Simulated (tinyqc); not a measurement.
What each parameter does: quaternary alloy A(x)B(1-x)C(y)D(1-y) matched to a substrate.

Q(x,y) = x y Q_AC + x (1 - y) Q_AD + (1 - x) y Q_BC + (1 - x)(1 - y) Q_BD for the lattice constant. Gap, rule 1: Q(x,y) - x (1 - x)[y C_ABC + (1 - y) C_ABD] - y (1 - y)[x C_ACD + (1 - x) C_BCD]. Rule 2 (mean of ternaries): {x (1 - x)[y T_ABC(x) + (1 - y) T_ABD(x)] + y (1 - y)[x T_ACD(y) + (1 - x) T_BCD(y)]}/{x (1 - x) + y (1 - y)}, T_ABC(x) = x E_AC + (1 - x) E_BC - C_ABC x (1 - x), T_ACD(y) = y E_AC + (1 - y) E_AD - C_ACD y (1 - y), and alike. Only the Gamma valley is followed.

Matching a(x,y) = a_s gives x = (a_s - y a_BC - (1 - y) a_BD)/(y (a_AC - a_BC) + (1 - y)(a_AD - a_BD)).

Values chosen for the exercise (AC, AD, BC, BD near GaAs, GaSb, InAs and InSb; substrate near GaSb; the results hold for these values, not for the real material): a = (5.653, 6.101, 6.054, 6.478) angstrom (lattice constants of AC, AD, BC, BD); Eg = (1.531, 0.805, 0.411, 0.235) eV (gaps at Gamma of AC, AD, BC, BD); Cb = (0.515, 0.417, 1.636, 0.749) eV (bowing of ABC, ABD, ACD, BCD); a_s = 6.101 angstrom (substrate); y = 0.17 (fraction of C).

x is matched anew each time.

One parameter was then changed.

Results before and after:
```
case          x  rule 1 (eV)  rule 2 (eV)
base     0.8001       0.5206       0.6625
changed  0.8106       0.5291       0.6689
```

Which of these changes was made? (a) Eg = (1.581, 0.805, 0.411, 0.235) eV; (b) a_s = 6.097 angstrom; (c) a = (5.663, 6.101, 6.054, 6.478) angstrom; (d) y = 0.18; (e) Cb = (0.618, 0.5, 1.963, 0.899) eV.

Answer: (b) a_s = 6.097 angstrom. Of the candidates, run in turn, only this one gives the changed row.

All candidates:
```
case                                            x  rule 1 (eV)  rule 2 (eV)
base                                       0.8001       0.5206       0.6625
y = 0.18                                   0.7885       0.5079       0.6554
a_s = 6.097 angstrom                       0.8106       0.5291       0.6689
Cb = (0.618, 0.5, 1.963, 0.899) eV         0.8001       0.4657       0.6359
Eg = (1.581, 0.805, 0.411, 0.235) eV       0.8001       0.5274       0.6693
a = (5.663, 6.101, 6.054, 6.478) angstrom  0.8037       0.5235       0.6647
```

tinyqc: `OMP_NUM_THREADS=1 python tinyqc.py 1050191 1050192 out.jsonl`; about 0.01 s, one thread, shared Intel(R) Xeon(R) Processor @ 2.30GHz.
